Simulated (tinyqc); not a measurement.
Worked calculation (part 2 of 2): UHF in the 6-311g basis, for H2-, spin multiplicity 2. The basis has no diffuse functions, so it cannot describe the extra electron: this is an exercise in the method, not the real anion. Computed by tinyqc, a small Python program that keeps every step (integrals from PySCF). Command: `OMP_NUM_THREADS=1 python tinyqc.py 25038 25039 out.jsonl` (the two numbers bound the seeds that draw the settings). One thread of a shared host (Intel(R) Xeon(R) Processor @ 2.60GHz), about 0.09 s of CPU time with the checks.

Geometry (angstrom):
```
atom         x         y         z
H     0.000000  0.000000  0.000000
H     0.000000  0.000000  1.090000
```

## Iteration 38 (converged): orbitals

converged F(alpha) (hartree), lower triangle:
```
           1H 1s      1H 2s      1H 3s      2H 1s      2H 2s      2H 3s
1H 1s   0.974039
1H 2s  -0.165528  -0.021475
1H 3s  -0.336597  -0.172561  -0.056519
2H 1s  -0.212017  -0.231782  -0.247953   0.974039
2H 2s  -0.231782  -0.186529  -0.177772  -0.165528  -0.021475
2H 3s  -0.247953  -0.177772  -0.084078  -0.336597  -0.172561  -0.056519
```

converged F(beta) (hartree), lower triangle:
```
           1H 1s      1H 2s      1H 3s      2H 1s      2H 2s     2H 3s
1H 1s   1.108206
1H 2s  -0.041889   0.115799
1H 3s  -0.255651  -0.068401   0.039265
2H 1s  -0.253383  -0.260809  -0.245785   1.108206
2H 2s  -0.260809  -0.206131  -0.163390  -0.041889   0.115799
2H 3s  -0.245785  -0.163390  -0.045070  -0.255651  -0.068401  0.039265
```

X, lower triangle:
```
           1H 1s      1H 2s      1H 3s      2H 1s      2H 2s     2H 3s
1H 1s   1.375561
1H 2s  -0.751645   2.165425
1H 3s   0.209922  -1.035588   2.230627
2H 1s   0.044332   0.010834  -0.049003   1.375561
2H 2s   0.010834  -0.327169   0.236811  -0.751645   2.165425
2H 3s  -0.049003   0.236811  -1.023716   0.209922  -1.035588  2.230627
```

Diagonalise F' = X^T F X, C = X C', fill 2 alpha and 1 beta electrons from the bottom; D(s) = C_occ C_occ^T. Each column has its largest component positive (the first on a tie).

F' = X^T F X (alpha) (hartree), lower triangle:
```
           1          2          3          4          5         6
1   2.036394
2  -1.212895   1.173750
3  -0.037326  -0.435182   0.317595
4   0.034361  -0.120667  -0.099578   2.036394
5  -0.120667  -0.129007   0.029670  -1.212895   1.173750
6  -0.099578   0.029670  -0.084814  -0.037326  -0.435182  0.317595
```

orbital energies (alpha) (hartree): MO1 -0.236045, MO2 0.088452, MO3 0.592697, MO4 0.775544, MO5 2.843203, MO6 2.991627

coefficients C (alpha):
```
            MO1        MO2        MO3        MO4        MO5        MO6
1H 1s  0.150632   0.116792   0.046542  -0.086579  -1.090485  -1.127182
1H 2s  0.233295   0.135126   0.893723  -1.271900   1.603343   1.195762
1H 3s  0.255816   1.327409  -0.888866   1.841150  -0.993250  -0.452507
2H 1s  0.150632  -0.116792   0.046542   0.086579   1.090485  -1.127182
2H 2s  0.233295  -0.135126   0.893723   1.271900  -1.603343   1.195762
2H 3s  0.255816  -1.327409  -0.888866  -1.841150   0.993250  -0.452507
```

F' = X^T F X (beta) (hartree), lower triangle:
```
           1          2          3          4          5         6
1   2.126828
2  -1.152354   1.273171
3   0.006580  -0.357508   0.422061
4   0.009774  -0.156485  -0.121697   2.126828
5  -0.156485  -0.201307  -0.024184  -1.152354   1.273171
6  -0.121697  -0.024184  -0.136055   0.006580  -0.357508  0.422061
```

orbital energies (beta) (hartree): MO1 -0.147165, MO2 0.410212, MO3 0.619290, MO4 0.858244, MO5 2.881193, MO6 3.022347

coefficients C (beta):
```
            MO1        MO2        MO3        MO4        MO5        MO6
1H 1s  0.141842   0.101615   0.039857  -0.093010  -1.091475  -1.128578
1H 2s  0.241071  -0.073086   0.901417  -1.293584   1.589968   1.188422
1H 3s  0.253760   1.608265  -0.891222   1.612235  -0.976001  -0.449017
2H 1s  0.141842  -0.101615   0.039857   0.093010   1.091475  -1.128578
2H 2s  0.241071   0.073086   0.901417   1.293584  -1.589968   1.188422
2H 3s  0.253760  -1.608265  -0.891222  -1.612235   0.976001  -0.449017
```

D(alpha) after iteration 38, lower triangle:
```
           1H 1s      1H 2s      1H 3s     2H 1s     2H 2s     2H 3s
1H 1s   0.036330
1H 2s   0.050923   0.072686
1H 3s   0.193565   0.239049   1.827456
2H 1s   0.009050   0.019360  -0.116496  0.036330
2H 2s   0.019360   0.036167  -0.119687  0.050923  0.072686
2H 3s  -0.116496  -0.119687  -1.696572  0.193565  0.239049  1.827456
```

D(beta) after iteration 38, lower triangle:
```
          1H 1s     1H 2s     1H 3s     2H 1s     2H 2s     2H 3s
1H 1s  0.020119
1H 2s  0.034194  0.058115
1H 3s  0.035994  0.061174  0.064394
2H 1s  0.020119  0.034194  0.035994  0.020119
2H 2s  0.034194  0.058115  0.061174  0.034194  0.058115
2H 3s  0.035994  0.061174  0.064394  0.035994  0.061174  0.064394
```

## Convergence

Stop when the energy changes by less than 1e-10 hartree and every element of the error matrix X^T (F D S - S D F) X (for each spin) is below 3e-06.

Course of the cycle:
```
iteration  E (hartree)     change  largest element of the error matrix
1          -0.47088331          -                             4.02e-01
2          -0.88969510  -4.19e-01                             1.22e-01
3          -0.94598153  -5.63e-02                             5.66e-02
4          -0.96431154  -1.83e-02                             3.14e-02
5          -0.97280865  -8.50e-03                             2.09e-02
6          -0.97710704  -4.30e-03                             1.42e-02
7          -0.97936854  -2.26e-03                             9.46e-03
8          -0.98059132  -1.22e-03                             6.58e-03
9          -0.98126602  -6.75e-04                             5.07e-03
10         -0.98164390  -3.78e-04                             3.90e-03
11         -0.98185786  -2.14e-04                             2.99e-03
12         -0.98197995  -1.22e-04                             2.30e-03
13         -0.98205002  -7.01e-05                             1.76e-03
14         -0.98209039  -4.04e-05                             1.35e-03
...                ...        ...                                  ...
25         -0.98214577  -1.02e-07                             6.96e-05
26         -0.98214583  -5.94e-08                             5.31e-05
27         -0.98214587  -3.45e-08                             4.05e-05
28         -0.98214589  -2.01e-08                             3.09e-05
29         -0.98214590  -1.17e-08                             2.36e-05
30         -0.98214590  -6.80e-09                             1.80e-05
31         -0.98214591  -3.95e-09                             1.37e-05
32         -0.98214591  -2.30e-09                             1.05e-05
33         -0.98214591  -1.34e-09                             7.98e-06
34         -0.98214591  -7.78e-10                             6.09e-06
35         -0.98214591  -4.53e-10                             4.64e-06
36         -0.98214591  -2.63e-10                             3.54e-06
37         -0.98214591  -1.53e-10                             2.70e-06
38         -0.98214591  -8.91e-11                             2.06e-06
```

PySCF UHF in the same basis, after a stability check = -0.98214591 hartree

Converged in 38 iterations.

## Populations, bond orders and dipole

overlap S, lower triangle:
```
          1H 1s     1H 2s     1H 3s     2H 1s     2H 2s     2H 3s
1H 1s  1.000000
1H 2s  0.706377  1.000000
1H 3s  0.373664  0.788963  1.000000
2H 1s  0.066279  0.235729  0.249855  1.000000
2H 2s  0.235729  0.500957  0.566405  0.706377  1.000000
2H 3s  0.249855  0.566405  0.804163  0.373664  0.788963  1.000000
```

Mulliken: Z minus the diagonal of D S on the atom; Loewdin: the same with S^(1/2) D S^(1/2); Mayer order: 2 sum_s sum (D(s) S)_ij (D(s) S)_ji over the two atoms.

Charges (e):
```
atom   Mulliken    Loewdin  Mulliken spin
1H    -0.500000  -0.500000       0.500000
2H    -0.500000  -0.500000       0.500000
```

Mayer bond orders:
```
pair     order
2-1   0.293859
```

dipole moment about the origin, x y z (debye): 0.000000  0.000000  -2.617747

<S^2> of the determinant (pure state: 0.75) = 0.750062
